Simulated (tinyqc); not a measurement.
## Thickness of the second layer from the transmission

Question. A two-layer stack carries the voltage V: F1 = V/(t1 + t2 eps1/eps2), F2 = F1 eps1/eps2; U = phi1 - F1 x in layer 1 and phi2 - F1 t1 - F2 (x - t1) in layer 2. T = exp(-S) at E = 0, C = hbar^2/(2 m0). Each layer adds (2/F) sqrt(m/C) [G(u at its left edge) - G(u at its right edge)] to S, with u = U - E (0 where negative) and G(u) = (2/3) u^1.5. Find t2, known to lie between 0.3 and 6 nm, and F1.

Inputs (values chosen for the exercise):
```
symbol  value  unit                                                        meaning
phi1     2.96    eV  barrier of layer 1 above the emitter Fermi level at zero bias
m1       0.48    m0                                     tunnelling mass of layer 1
t1        0.9    nm                                           thickness of layer 1
eps1     4.01                                     relative permittivity of layer 1
phi2     1.48    eV                                barrier of layer 2 at zero bias
m2        0.2    m0                                     tunnelling mass of layer 2
eps2     22.9                                     relative permittivity of layer 2
V         1.3     V                                  voltage across the dielectric
```

Constants: q = 1.602176634e-19 C, hbar = 1.054571817e-34 J s, m0 = 9.1093837015e-31 kg, hbar^2/(2 m0) = 0.0380998212 eV nm^2. Results are converted to the units shown.

T at E = 0 = 9.2652159e-7

Answer. Over that range S rises steadily with t2, so S = -ln T has one root, found by bisection.

t2 = 1.50 nm
F1 = 11.2 MV/cm

Computed by the program tinyqc: `OMP_NUM_THREADS=1 python tinyqc.py 2540160 2540161 out.jsonl`, one thread of a shared Intel Xeon 2.30GHz, about 0.05 s for the whole run.
